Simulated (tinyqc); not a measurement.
Schottky emission and Poole-Frenkel conduction in an insulator, and how to tell them apart: one step of the calculation.

Schottky emission (electrode-limited): J = As T^2 exp[-(pb - b sqrt(F))/Vt], b = sqrt(q/(4 pi eps0 ei)). Poole-Frenkel emission (bulk-limited): J = s0 F exp[-(pt - 2 b sqrt(F))/Vt]. F in V/cm.

Task. Both currents at one field. Lowerings b sqrt(F) and 2 b sqrt(F); the image-force maximum lies at sqrt(q/(16 pi eps0 ei F)) from the electrode.

Values chosen for this exercise; dielectric values close to those of zirconium oxide:
```
symbol,value,unit,meaning
T,350,K,temperature
ei,4.45,,high-frequency relative permittivity
pt,0.88,eV,trap depth
s0,0.075,S/cm,Poole-Frenkel prefactor
pb,1.42,eV,electrode barrier
As,71,A/(cm^2 K^2),Richardson constant
F,0.5,MV/cm,field
```

Constants: q = 1.602176634e-19 C, kB = 1.380649e-23 J/K, Vt = kB T/q, eps0 = 8.8541878128e-14 F/cm where lengths are in cm. Results are converted to the units shown.

Find: Schottky lowering; position of the barrier top; Poole-Frenkel lowering; J, Schottky; J, Poole-Frenkel.

Result.

Schottky lowering = 127.20 meV
position of the barrier top = 1.2720 nm
Poole-Frenkel lowering = 254.40 meV
J, Schottky = 2.1080e-12 A/cm^2
J, Poole-Frenkel = 3.6790e-5 A/cm^2

Injection and bulk transport act in series, so the smaller capacity limits the current: here the electrode, by a factor of 1.75e7.

Computed by the program tinyqc: `OMP_NUM_THREADS=1 python tinyqc.py 2370086 2370087 out.jsonl`, one thread of a shared Intel Xeon 2.30GHz, about 0.01 s for the whole run.
